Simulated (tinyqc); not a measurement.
Worked calculation: plane-wave Kohn-Sham cycle with exchange-only LDA in a layered model solid. One step of it, computed by the program tinyqc.

Question. Iteration 1: levels at that k. Diagonalise the Hermitian matrix.

H (hartree), order -3, -2, -1, +0, +1, +2, +3:
$$\begin{pmatrix}
0.621185 & -0.395000 & 0.000000 & 0.000000 & 0.000000 & 0.000000 & 0.000000 \\
-0.395000 & 0.099013 & -0.395000 & 0.000000 & 0.000000 & 0.000000 & 0.000000 \\
0.000000 & -0.395000 & -0.203297 & -0.395000 & 0.000000 & 0.000000 & 0.000000 \\
0.000000 & 0.000000 & -0.395000 & -0.285745 & -0.395000 & 0.000000 & 0.000000 \\
0.000000 & 0.000000 & 0.000000 & -0.395000 & -0.148331 & -0.395000 & 0.000000 \\
0.000000 & 0.000000 & 0.000000 & 0.000000 & -0.395000 & 0.208944 & -0.395000 \\
0.000000 & 0.000000 & 0.000000 & 0.000000 & 0.000000 & -0.395000 & 0.786082
\end{pmatrix}$$

Give: eigenvalues.

Answer.

eigenvalues (hartree): [-0.8758, -0.4854, -0.1214, 0.2186, 0.4430, 0.8770, 1.0218]
